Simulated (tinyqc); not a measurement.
Reaction control against transport control: chemical vapour deposition: Grove model, boundary layer, depletion and step coverage. Computed by tinyqc, a small Python program. Command: `OMP_NUM_THREADS=1 python tinyqc.py 3022631 3022632 out.jsonl cvd walk`. One thread of a shared host (Intel(R) Xeon(R) Processor @ 2.30GHz), about 0.01 s of CPU time with the checks.

A precursor diffuses to the surface and reacts there at first order; each molecule that reacts adds one formula unit of film.

Inputs (values chosen for the exercise, close to those used for tungsten from its fluoride):
```
quantity                                            value                unit
prefactor k0 of k_s                                330000                cm/s
activation energy E                                 0.765                  eV
temperature T                                         480                   C
total pressure p                                       31                torr
mole fraction of the precursor Y                   0.0025                   -
gas diffusivity D0 at 273.15 K and 760 torr          0.12              cm^2/s
film density N                                    6.3e+22  formula units/cm^3
gas velocity U                                        8.8                cm/s
kinematic viscosity nu0 at 273.15 K and 760 torr     0.43              cm^2/s
susceptor length L                                     29                  cm
channel height b                                      4.7                  cm
```

Reactor: horizontal, reduced pressure.

Constants: k_B = 8.617333262e-05 eV/K; k_B = 1.380649e-23 J/K.

Method:
- k_s = k0 exp(-E/(k_B T)); C_g = Y p/(k_B T), 1 torr = 133.322 Pa; D = D0 (T/273.15)^1.75 (760/p).
- nu = nu0 (T/273.15)^1.75 (760/p); Re = U L/nu; mean boundary layer delta = (2/3) L/sqrt(Re), at most b/2; h_g = D/delta.
- Fluxes in series: C_s = C_g/(1 + k_s/h_g); growth rate G = k_s h_g/(k_s + h_g) C_g/N; 1 cm/s = 6e8 nm/min.
- Temperatures in kelvin are T(C) + 273.15.

Rates:
```
T (C)  k_s (cm/s)  h_g (cm/s)  G (nm/min)  reaction limit (nm/min)  transport limit (nm/min)
280    3.5364e-02       4.304       0.452               4.5567e-01                    55.453
330    1.3377e-01       5.007       1.540               1.5807e+00                    59.172
380    4.1275e-01       5.756       4.203               4.5041e+00                    62.814
430    1.0850e+00       6.549       9.435               1.0998e+01                    66.387
480    2.5087e+00       7.386      17.721               2.3740e+01                    69.896
530    5.2255e+00       8.265      28.411               4.6373e+01                    73.349
580    9.9876e+00       9.187      39.977               8.3438e+01                    76.747
630    1.7768e+01      10.149      50.977               1.4022e+02                    80.097
680    2.9756e+01      11.153      60.663               2.2251e+02                    83.400
```

What does the comparison show, and why?

The apparent activation energy of G is 0.70 eV between the first rows and 0.26 eV between the last, against E = 0.765 eV. k_s passes h_g between 530 and 580 C, where control shifts from the surface to the gas. In the reaction limit the slope is E - k_B T, because C_g falls as 1/T; any further lowering comes from transport.

Extremes, crossings and ranges named in words are read from the listed rows.
